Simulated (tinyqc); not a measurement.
Worked calculation: plane-wave Kohn-Sham cycle with exchange-only LDA in a layered model solid. One step of it, computed by the program tinyqc.

Problem. Iteration 1: levels at that k. Diagonalise the Hermitian matrix.

H (hartree), order -2, -1, +0, +1, +2:
$$\begin{pmatrix}
0.381803 & -0.395000 & 0.000000 & 0.000000 & 0.000000 \\
-0.395000 & -0.043311 & -0.395000 & 0.000000 & 0.000000 \\
0.000000 & -0.395000 & -0.159251 & -0.395000 & 0.000000 \\
0.000000 & 0.000000 & -0.395000 & 0.033982 & -0.395000 \\
0.000000 & 0.000000 & 0.000000 & -0.395000 & 0.536390
\end{pmatrix}$$

Give: eigenvalues.

Solution.

eigenvalues (hartree): [-0.7097, -0.2322, 0.2114, 0.6611, 0.8190]
